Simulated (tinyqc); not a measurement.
Changing the temperature T: q-state Potts model on a small periodic square lattice: enumeration, Metropolis, heat-bath and Wolff steps. Computed by tinyqc, a small Python program. Command: `OMP_NUM_THREADS=1 python tinyqc.py 3112468 3112469 out.jsonl potts sweep`. One thread of a shared host (Intel(R) Xeon(R) Processor @ 2.30GHz), about 0.01 s of CPU time with the checks.

E = -J x (number of nearest-neighbour bonds with equal states); n x n sites with periodic edges have 2 n^2 bonds. Order parameter m = (q f - 1)/(q - 1), f being the largest share of one state. Sites are numbered row by row from 0. Here q = 3 and n = 3.

Inputs (values chosen for the exercise, for a model of domains or grain orientations): number of states q = 3; edge n = 3; coupling J = 52 meV.

Constants: k_B = 8.617333262e-05 eV/K.

Method:
- K = J/(k_B T); the infinite square lattice orders at K_c = ln(1 + sqrt(q)); Wolff bond probability p = 1 - exp(-K).
- All q^(n^2) states are counted by their number b of equal bonds; weights g(b) exp(K b), K = J/(k_B T). Per site: u = -J <b>/n^2, c/k_B = K^2 (<b^2> - <b>^2)/n^2.
- ln Z = ln sum g(b) exp(K b); entropy per site s/k_B = (ln Z - K <b>)/n^2.
- The same sums with m: <m> and the Binder ratio U = 1 - <m^4>/(3 <m^2>^2).

One run for each value:
```
temperature T (K)  heat capacity c (k_B/site)  entropy s (k_B/site)     <m>  energy u (meV/site)
208                                 2.505e-03                 0.122  1.0000               -104.0
277                                 2.722e-02                 0.125  0.9995               -103.9
370                                 1.657e-01                 0.148  0.9942               -103.3
493                                 6.600e-01                 0.255  0.9578                -99.2
658                                 1.256e+00                 0.549  0.8063                -84.5
877                                 7.598e-01                 0.856  0.5809                -64.6
1170                                2.893e-01                 0.997  0.4383                -52.5
1560                                1.186e-01                 1.051  0.3663                -46.3
2080                                5.490e-02                 1.075  0.3268                -42.7
```

Describe and explain the trends.

Over the rows, heat capacity c (k_B/site) goes from 0.00251 through a maximum among these rows, 1.26 at 658, to 0.0549; entropy s (k_B/site) rises from 0.122 to 1.07 (exponent d ln y / d ln x 0.088 between the first rows and 0.077 between the last); <m> falls from 1.000 to 0.327 (exponent d ln y / d ln x -0.0018 between the first rows and -0.40 between the last). The entropy runs between ln(q)/n^2 = 0.122 and ln q = 1.099 k_B per site.

Extremes, crossings and ranges named in words are read from the listed rows.
